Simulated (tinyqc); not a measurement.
Worked calculation: quasiparticle equation with a plasmon-pole self-energy for two band edges. Values are carried at full precision from step to step, so a last printed digit may differ when a step is redone from the rounded ones.

For each edge E = e + X + Sc(E), with the correlation part Sc(E) = A[0]/(E - a + w) + A[1]/(E - b - w); a and b are the valence and conduction energies that enter the Green function (a = ev, b = ec in the one-shot scheme). Z = 1/(1 - dSc/dE), dSc/dE = -A[0]/(E - a + w)^2 - A[1]/(E - b - w)^2.

Inputs chosen for the exercise (scales of the order of those of AlN; shifted at random, so the results belong to these values and not to a real crystal):
```
symbol  value         unit  meaning
ev      0             eV    mean-field valence top
ec      4.33          eV    mean-field conduction edge
w       20.3          eV    pole energy
Av      (72.1, 40.7)  eV^2  weights of the valence state on the hole and electron poles
Ac      (31.4, 75.5)  eV^2  the same for the conduction state
Xv      -3.23         eV    exchange minus the mean-field potential, valence
Xc      3.3           eV    the same, conduction
```

## Linearised one-shot correction

Evaluate Sc and its slope at the mean-field energy; E = e + Z (X + Sc).

Terms:
```
edge        Sc (eV)   dSc/dE       Z  X + Sc (eV)   E (eV)
valence      1.8993  -0.2421  0.8051      -1.3307  -1.0714
conduction  -2.4443  -0.2350  0.8097       0.8557   5.0229
```

gap = 6.0943 eV
gap with Z = 1 = 6.5164 eV

The gap opens by 1.764 eV, 61 % of it by lowering the valence top. Setting Z = 1 would overshoot by 0.422 eV. X and Sc have opposite signs and are each larger than the sum they leave, so both must be converged well.

## Solving the equation for the conduction edge

Newton steps on f(E) = E - ec - Xc - Sc(E) from E = ec; the first step is the linearised result.

Iterates:
```
step   E (eV)   Sc (eV)     f (eV)
0     4.33000  -2.44434  -0.855656
1     5.02285  -2.61065   0.003504
2     5.02004  -2.60996   0.000000
3     5.02004  -2.60996   0.000000
```

The linearisation errs by +2.8 meV, as the shift is only 0.034 of the pole energy.

## All solutions for the valence state

Multiplying out gives a cubic; give its three roots and their weights Z.

roots (eV): -23.930  -1.065  26.096

weights: 0.1541  0.7958  0.0500

The weights add up to 1. The satellite below lies 22.86 eV from the main peak, 13 % more than w: this scheme places plasmon satellites too far out, and gives one where a cumulant form gives a series.

## Updating the energies in the Green function

Solve both equations exactly, put the results in place of a and b, and repeat five times; w is kept.

Cycles (eV):
```
cycle       Ev      Ec     gap
1      -1.0655  5.0200  6.0855
2      -1.1913  5.0858  6.2771
3      -1.2062  5.0911  6.2973
4      -1.2081  5.0913  6.2994
5      -1.2083  5.0913  6.2996
```

The update moves the gap by +214 meV from the one-shot value; each cycle shrinks the change to about 0.11 of the one before.

## Checks

- Sum of the weights of the three roots: both 1.000000.
- Newton result against the root by bisection (eV): both 5.02004.

Computed by tinyqc, a small Python program: `OMP_NUM_THREADS=1 python tinyqc.py 1880257 1880258 out.jsonl` (the numbers bound the seed that draws the inputs); one thread of a shared host (Intel(R) Xeon(R) Processor @ 2.30GHz), about 0.02 s for the whole set of steps.
